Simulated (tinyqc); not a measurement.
Inside a calculation. Model: wafer bonding and layer transfer: bond energy, gap closing, particles, bonding of dissimilar wafers and hydrogen blisters. Computed by tinyqc, a small Python program that keeps every step. Command: `OMP_NUM_THREADS=1 python tinyqc.py 3008502 3008503 out.jsonl bond walk`. One thread of a shared host (Intel(R) Xeon(R) Processor @ 2.30GHz), about 0.01 s of CPU time with the checks. Intermediate numbers are printed to about 6 digits and carried at full precision; extremes and crossings named in words are read from the listed rows.

gamma is the energy per area of each of the two surfaces; plates are isotropic.

Inputs (values chosen for the exercise, with wafer 1 close to silicon):
```
quantity                                       value        unit
Young's modulus E1                               132         GPa
Young's modulus E2                               393         GPa
Poisson ratio nu                                 0.3           -
thickness t1                                     300  micrometre
thickness t2                                     350  micrometre
blade thickness t_b                               80  micrometre
crack length L                                  13.7          mm
particle radius h                               0.97  micrometre
radius of a shallow gap R                     0.0073          mm
half height of the gap h_g                       1.5          nm
expansion mismatch alpha_2 - alpha_1           -0.43      1e-6/K
heating dT                                       275           K
implant depth d                                 0.74  micrometre
hydrogen dose                                      7   1e16/cm^2
share of the dose released as H2               0.084           -
surface energy of the weakened plane gamma_s    0.66       J/m^2
anneal temperature T                             675           K
```

Pair: two different wafers.

Constants: k_B = 1.380649e-23 J/K.

## Bond energy from the blade test

Two cantilevers opened by t_b: gamma = 3 t_b^2 E1 t1^3 E2 t2^3/(16 L^4 (E1 t1^3 + E2 t2^3)).

bond energy gamma = 0.100209 J/m^2

An error of 5 % in L changes gamma by about 20 %. This is the level of van der Waals or hydrogen bonds, as after contact at room temperature.

## Does a shallow gap close?

E' = E1/(1 - nu^2), equal wafers of thickness t1 assumed. A gap of radius R closes if h_g < h_c: h_c = R^2/sqrt((2/3) E' t1^3/gamma) for R > 2 t1 (plate bending), h_c = 3.6 sqrt(R gamma/E') for R < 2 t1 (local deformation).

closable height h_c = 8.08447 nm

h_g/h_c = 0.185541

The gap closes.

## Void around a particle

E' = E1/(1 - nu^2), equal wafers assumed. Void radius in the plate regime: R_v = [(2/3) E' t1^3/gamma]^(1/4) h^(1/2). Below h_crit = 5 sqrt(t1 gamma/E') the wafers deform locally and R_v is of the order of h (taken as h).

critical particle radius = 0.0719811 micrometre

void radius = 2225.15 micrometre

The void is 2300 times the particle.

## Heating a pair with different expansion

M = E/(1 - nu), misfit e = (alpha_2 - alpha_1) dT. Curvature k = 6 M1 M2 t1 t2 (t1 + t2) e/[M1^2 t1^4 + M2^2 t2^4 + 2 M1 M2 t1 t2 (2 t1^2 + 3 t1 t2 + 2 t2^2)]; force per width F = k (M1 t1^3 + M2 t2^3)/(6 (t1 + t2)); at the interface s1 = F/t1 + M1 k t1/2, s2 = -F/t2 - M2 k t2/2; stored biaxial energy U = F^2 [1/(M1 t1) + 1/(M2 t2)] + k^2 (M1 t1^3 + M2 t2^3)/12; the pair can part when U > 2 gamma.

curvature = -0.238776 1/m

force per width = -1.78547 kN/m

stress in wafer 1 at the interface = -12.7055 MPa

stress in wafer 2 at the interface = 28.5611 MPa

stored energy U = 0.211132 J/m^2

largest dT for this gamma = 267.932 K

U exceeds 2 gamma: the pair can debond; the bond strengthens on heating, so slow ramps or thinning one wafer first help.

## Blistering after hydrogen implantation

A flat crack of radius r under a layer of thickness d, as a clamped plate: centre height w = 3 p r^4/(16 E' d^3), volume pi r^2 w/3, energy release G = 3 p^2 r^4/(32 E' d^3), E' = E1/(1 - nu^2). It grows when G = 2 gamma_s. The gas comes from the area pi r^2: p V = (dose x share/2) pi r^2 k_B T, and G = p w/2 = (3/2) N k_B T with N the H2 molecules per area. Share needed: G = 2 gamma_s. The pressure and height at growth are given for r = 10 d.

energy release G = 0.410985 J/m^2

share of the dose needed = 0.269791

pressure at growth = 16.6131 MPa

height at growth = 158.910 nm

The released gas does not suffice by this estimate. In this plate limit G depends on neither r nor d.

## Closable height against the size of the gap

The formulas are those given above.

Gap closing:
```
R (mm)    regime     h_c (nm)  slope h_c/R
1.00e-04   local  9.46216e-01   0.00946216
1.00e-03   local  2.99220e+00   0.00299220
1.00e-02   local  9.46216e+00   0.00094622
1.00e-01   local  2.99220e+01   0.00029922
5.00e-01   local  6.69076e+01   0.00013382
2.00e+00   plate  7.83631e+02   0.00039182
5.00e+00   plate  4.89769e+03   0.00097954
2.00e+01   plate  7.83631e+04   0.00391815
5.00e+01   plate  4.89769e+05   0.00979538
```

Roughness of 100 nm scale may be 0.95 nm in half height, waviness of radius 5 cm as much as 490 micrometre: h_c goes as R^(1/2) when the wafer deforms locally and as R^2 when it bends. The allowed slope is least near R = 2 t1, so defects about 4 t1 wide are the hardest to close; bow matters little.

Checks made by the program: gamma against the derivative of the beam energy (relative difference below 1e-10).
